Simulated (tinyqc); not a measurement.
Inside a calculation. Method: Hubbard chain of 3 sites. One step of it, computed by the program tinyqc.

Problem. The many-body Hamiltonian. Basis: all placements (u, d, 2, 0 on each site), up operators ordered before down ones; hops carry the sign of the same-spin electrons passed.

one-body matrix (hopping and site energies) (eV), lower triangle:
```
           1          2         3
1   0.000000
2  -1.200000   0.000000
3   0.000000  -1.200000  0.000000
```

U = 7.100000 eV

electrons, up and down: 1  1

Give: H.

Solution.

H (eV), lower triangle:
```
         200      ud0      u0d      du0      020      0ud      d0u      0du
200   7.1000
ud0  -1.2000   0.0000
u0d   0.0000  -1.2000   0.0000
du0  -1.2000   0.0000   0.0000   0.0000
020   0.0000  -1.2000   0.0000  -1.2000   7.1000
0ud   0.0000   0.0000  -1.2000   0.0000  -1.2000   0.0000
d0u   0.0000   0.0000   0.0000  -1.2000   0.0000   0.0000   0.0000
0du   0.0000   0.0000   0.0000   0.0000  -1.2000   0.0000  -1.2000   0.0000
002   0.0000   0.0000   0.0000   0.0000   0.0000  -1.2000   0.0000  -1.2000

        002
002  7.1000
```
